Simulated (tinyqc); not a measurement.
MOSFET in saturation, small-signal circuit and noise: gains against frequency.

Bias by the inversion coefficient IC = I/Ispec (charge-based model with velocity saturation; weak inversion below 0.1, strong above 10). Common-source circuit: gm, gds, Cgs, Cgd and Cj at the inner nodes, Rg in series with the gate; quasi-static, no source or drain resistance, no gate-body capacitance, no substrate network, no induced gate noise, so fmax is an upper estimate.

Ispec = 2 n mu Cox (W/L) Vt^2, lc = Ls/L, gms = [sqrt((lc IC + 1)^2 + 4 IC) - 1]/[2 + lc (lc IC + 1)], gm = gms Ispec/(n Vt), gds = sg gm. qs = [sqrt(1 + 4 IC) - 1]/2, Cgs = Cox W L qs (2 qs + 3)/(3 (qs + 1)^2) + Cov W, Cgd = Cov W, Cd = Cj W, Rg = Rsh (Wf/L)/(12 Nf) + Rc/W with Nf = W/Wf fingers (not rounded) contacted at both ends. fT = gm/(2 pi (Cgs + Cgd)), fmax = fT/(2 sqrt(Rg (gds + 2 pi fT Cgd))). Inner admittances at w = 2 pi f: y11 = i w (Cgs + Cgd), y12 = -i w Cgd, y21 = gm - i w Cgd, y22 = gds + i w (Cgd + Cd). Invert to Z, add Rg to Z11 and invert back to Y. |h21| = |Y21/Y11|; U = |Y21 - Y12|^2/(4 [Re Y11 Re Y22 - Re Y12 Re Y21]). MSG = |Y21/Y12|; stability factor k = [2 Re Y11 Re Y22 - Re(Y12 Y21)]/|Y12 Y21|.

Inputs (values chosen for the exercise): temperature T = 400 K; gate length L = 350 nm; total gate width W = 5 um; gate capacitance Cox = 1.93 uF/cm^2; mobility mu = 190 cm^2/(V s); slope factor n = 1.3; velocity-saturation length Ls = 15 nm; ratio gds/gm sg = 0.0091; overlap and fringe capacitance per side Cov = 0.32 fF/um; drain junction capacitance Cj = 0.89 fF/um; sheet resistance of the gate Rsh = 15 ohm; finger width Wf = 2 um; gate contact and vertical resistance Rc = 300 ohm um; inversion coefficient IC = 0.26.

Constants: q = 1.602176634e-19 C, kB = 1.380649e-23 J/K, Vt = kB T/q. Results are converted to the units shown.

The same in every row: f sqrt(U) (GHz) = 22.91.

Gains against frequency:
```
f (GHz)  |h21| (dB)  U (dB)  MSG (dB)         k
0.014         39.96   64.28     27.39  0.001928
0.026         34.58   58.90     24.70  0.003581
0.049         29.07   53.40     21.94  0.006749
0.091         23.70   48.02     19.26   0.01253
0.17          18.27   42.59     16.54   0.02341
0.32          12.78   37.10     13.80   0.04404
0.6           7.342   31.64     11.08   0.08239
1.1           2.139   26.37     8.477    0.1500
```

What does the comparison show?

Over the table |h21| falls by 20.0 dB a decade, U by 20.0 and MSG by 9.98. The product f sqrt(U) stays at 22.9 GHz, against fmax = 22.9 GHz from the formula. k stays below one in all rows, so the device is only conditionally stable. In every row fmax exceeds 4 fT, where channel resistance and substrate losses, left out here, would cap it.

tinyqc, about 0.01 s, one thread, Intel Xeon 2.30GHz (shared host): `OMP_NUM_THREADS=1 python tinyqc.py 2150001 2150002 out.jsonl`
